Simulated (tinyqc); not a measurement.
Graded (staircase) quantum well by finite differences, step by step. Values are carried at full precision from step to step, so a last printed digit may differ when a step is redone from the rounded ones.

Finite differences on points z_i at the centres of cells of width h: H_ii = (c/h^2)(1/m_(i-1/2) + 1/m_(i+1/2)) + V_i, H_(i,i+1) = -(c/h^2)/m_(i+1/2), where m_(i+1/2) is the mean of the masses at the two points (the end values are repeated outwards), psi = 0 on the points beyond both ends, c = hbar^2/2m0. The field adds e F (z - z0) with z0 the middle of the structure; 1 kV/cm = 1e-5 eV/angstrom.

Constants: hbar^2/2m0 = 3.80998211 eV angstrom^2.

Inputs chosen for the exercise (near those of a non-polar GaN well in AlGaN; shifted at random, so the results belong to these values and not to a real crystal): layers = ((28, 0.705, 0.256), (7, 0.313, 0.2266), (7, 0.078, 0.2089), (7, 0, 0.203), (7, 0.078, 0.2089), (7, 0.313, 0.2266), (28, 0.705, 0.256)) (each layer: thickness in angstrom, band edge in eV, mass in m0); F = 320 kV/cm (field along z); h = 7 angstrom (cell width of the coarse grid); hf = 0.4375 angstrom (cell width of the fine grid).

## The coarse grid

List the points, the potential with the field, and the masses.

Grid:
```
i,z (angstrom),V (eV),m (m0)
1,3.5,0.5706,0.2560
2,10.5,0.5930,0.2560
3,17.5,0.6154,0.2560
4,24.5,0.6378,0.2560
5,31.5,0.2682,0.2266
6,38.5,0.0556,0.2089
7,45.5,0.0000,0.2030
8,52.5,0.1004,0.2089
9,59.5,0.3578,0.2266
10,66.5,0.7722,0.2560
11,73.5,0.7946,0.2560
12,80.5,0.8170,0.2560
13,87.5,0.8394,0.2560
```

## The tridiagonal Hamiltonian

Form the diagonal and the neighbouring elements; V in the grid already includes the field.

diagonal H_ii (eV): 1.1781  1.2005  1.2229  1.2638  0.9475  0.7902  0.7551  0.8350  1.0371  1.3982  1.4021  1.4245  1.4469

H_(i,i+1) (eV): -0.3037  -0.3037  -0.3037  -0.3222  -0.3571  -0.3775  -0.3775  -0.3571  -0.3222  -0.3037  -0.3037  -0.3037

## Lowest levels on the coarse grid

Diagonalise the symmetric tridiagonal matrix; give the three lowest levels and the weights u_i^2 (sum 1) of the two lowest.

levels (eV): 0.1585  0.4708  0.6922

weights on the points:
```
,1,2,3,4,5,6,7,8,9,10,11,12,13
level 1,0.000,0.000,0.001,0.008,0.075,0.277,0.386,0.208,0.043,0.003,0.000,0.000,0.000
level 2,0.001,0.004,0.016,0.063,0.247,0.191,0.010,0.263,0.174,0.027,0.004,0.000,0.000
```

## Halving the cell width

The same with h, h/2, ..., h/32. The end points move with h, since psi vanishes half a cell beyond the structure. Richardson value (4 E(h/32) - E(h/16))/3.

Convergence:
```
cell (angstrom),points,E1 (eV),E2 (eV),E1 - finest (meV)
7.0000,13,0.15855,0.47080,-11.258
3.5000,26,0.16680,0.49077,-3.004
1.7500,52,0.16905,0.49588,-0.756
0.8750,104,0.16963,0.49718,-0.181
0.4375,208,0.16977,0.49752,-0.036
0.2188,416,0.16981,0.49761,0.000
```

Richardson values of E1, E2 (eV): 0.16982  0.49764

The coarse grid is 11.3 meV too low in E1. The last differences between rows shrink by a factor 4.0 (4 for a pure h^2 error, 2 for one linear in h).

## Positions and dipoles on the fine grid

With h sum psi^2 = 1: <z - z0> of three levels, |z_12| and |z_13|, the mass m1 from 1/m1 = <1|1/m|1>, and f_1j = (m1/c)(E_j - E_1) z_1j^2.

levels (eV): 0.1698  0.4975  0.7262

<z - z0> (angstrom): -1.1  -2.2  -16.3

|z_12|, |z_13| (angstrom): 7.39  0.52

m1 = 0.2097 m0

f_12, f_13: 0.985  0.008

Parity is broken, so the 1-3 transition is allowed, with 0.0084 times the strength of 1-2. E2 - E1 = 327.8 meV, a wavelength of 3.8 micrometre (hc = 1239.841984 eV nm). Level 3 lies above the lowest point of the outer barriers, so it is a resonance or a state of the finite grid, and values that rest on it depend on the ends of the grid.

## Checks

- E1 at zero field on the grid h/32 against transfer matrices between the same hard ends, eV: both 0.1715.

(tinyqc, `OMP_NUM_THREADS=1 python tinyqc.py 1280345 1280346 out.jsonl`, Intel(R) Xeon(R) Processor @ 2.30GHz, 1 thread, shared host, about 0.03 s.)
